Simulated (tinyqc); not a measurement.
Gate work function from the charge.

Question. For an undoped double gate, Q = 8 eps0 eps_r Vt beta tan(beta)/ts with 0 < beta < pi/2, and at the source (Vg - dphi)/(2 Vt) - ln[(2/ts) sqrt(2 eps0 eps_r Vt/(q ni))] = ln(beta) - ln(cos beta) + 2 r beta tan(beta), r = eps_r tox/(eox ts). Find beta and dphi.

Parameters, values chosen for the exercise; material values close to those of silicon: temperature T = 300 K; relative permittivity of the semiconductor eps_r = 11.7; relative permittivity of the gate insulator eox = 24.7; insulator thickness tox = 13 nm; body thickness ts = 25 nm; gate voltage Vg = 0.44 V.

Constants: q = 1.602176634e-19 C, kB = 1.380649e-23 J/K, Vt = kB T/q, eps0 = 8.8541878128e-14 F/cm where lengths are in cm. Results are converted to the units shown.

Qs = 3.6856134 nC/cm^2
ni = 8.8485662e9 cm^-3

Answer. beta tan(beta) rises from 0 without bound on the interval, so the charge fixes beta; the second relation is then explicit in dphi.

beta = 0.2059
dphi = 0.08000 V

tinyqc, about 0.01 s, one thread, Intel Xeon 2.30GHz (shared host): `OMP_NUM_THREADS=1 python tinyqc.py 2440075 2440076 out.jsonl`
